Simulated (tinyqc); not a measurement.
Thin-body transistor below threshold, two-dimensional Poisson equation on a small mesh: one step of the calculation.

A thin body on a thick buried insulator of low permittivity, taken as carrying no normal field at the bottom of the body (row 0). Mobile charge is neglected (subthreshold), the body is fully depleted, and potentials are counted from the intrinsic level; rows run upward to the gate, columns from source to drain.

Task. Coefficients of the five-point equations. Mesh: rows i = 0..3 in the semiconductor (step hs = tb/3, row 3 on the interface), then 2 step(s) ho = tox/2 up to the gate row 5; columns j = 0..7 (step hy = L/7). Box integration, divided by eps0: up_i = eps hy/h of the interval above row i, dn_i = that of the interval below (0 for row 0), lat_i = (sum of eps h/2 over the intervals above and below)/hy, s_i = -q Na w_i hy/eps0 with w_i the semiconductor height of the box (hs/2 for row 0 and the interface row, hs between, 0 in the insulator). Each free node obeys (up + dn + 2 lat) psi = up psi(above) + dn psi(below) + lat [psi(left) + psi(right)] + s.

Inputs (values chosen for the exercise); semiconductor permittivity close to that of germanium: relative permittivity of the semiconductor eps_r = 15.8; relative permittivity of the insulator eox = 25; body thickness tb = 6 nm; insulator thickness tox = 3.4 nm; channel length L = 27 nm; acceptor density of the depleted body Na = 0 cm^-3.

Constants: q = 1.602176634e-19 C, eps0 = 8.8541878128e-14 F/cm where lengths are in cm. Results are converted to the units shown.

Give: up; dn; lat; s.

Result.

```
row,up,dn,lat,s (V)
0,30.47,0,4.096,0
1,30.47,30.47,8.193,0
2,30.47,30.47,8.193,0
3,56.72,30.47,9.606,0
4,56.72,56.72,11.02,0
```

Program tinyqc, `OMP_NUM_THREADS=1 python tinyqc.py 2480101 2480102 out.jsonl`; Intel Xeon 2.30GHz, shared host, one thread, about 0.1 s.
